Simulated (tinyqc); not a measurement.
Worked calculation: coupled-perturbed Hartree-Fock on RHF in the sto-6g basis, for BeH2, spin multiplicity 1. One step of it, computed by the program tinyqc.

Question. Response to a field: uncoupled start. Field along z; U_ai = -mu_ai / (e_a - e_i), alpha = -4 sum U_ai mu_ai.

orbital energies (hartree): [-4.591408, -0.452005, -0.415782, 0.209197, 0.209197, 0.441515, 0.890352]

dipole integrals <a|z|i> (bohr), order a4, a5, a6, a7:
```
[[-0.020798, -0.136834, 0.000000],
 [0.144815, 0.952772, 0.000000],
 [0.000000, 0.000000, 0.000000],
 [0.000000, 0.000000, 0.000000]]
```

Give: uncoupled U; uncoupled polarisability.

Answer.

uncoupled U, order a4, a5, a6, a7:
```
[[0.004, 0.207, 0.000],
 [-0.030, -1.441, 0.000],
 [0.000, 0.000, 0.000],
 [0.000, 0.000, 0.000]]
```

uncoupled polarisability = 5.623 bohr^3
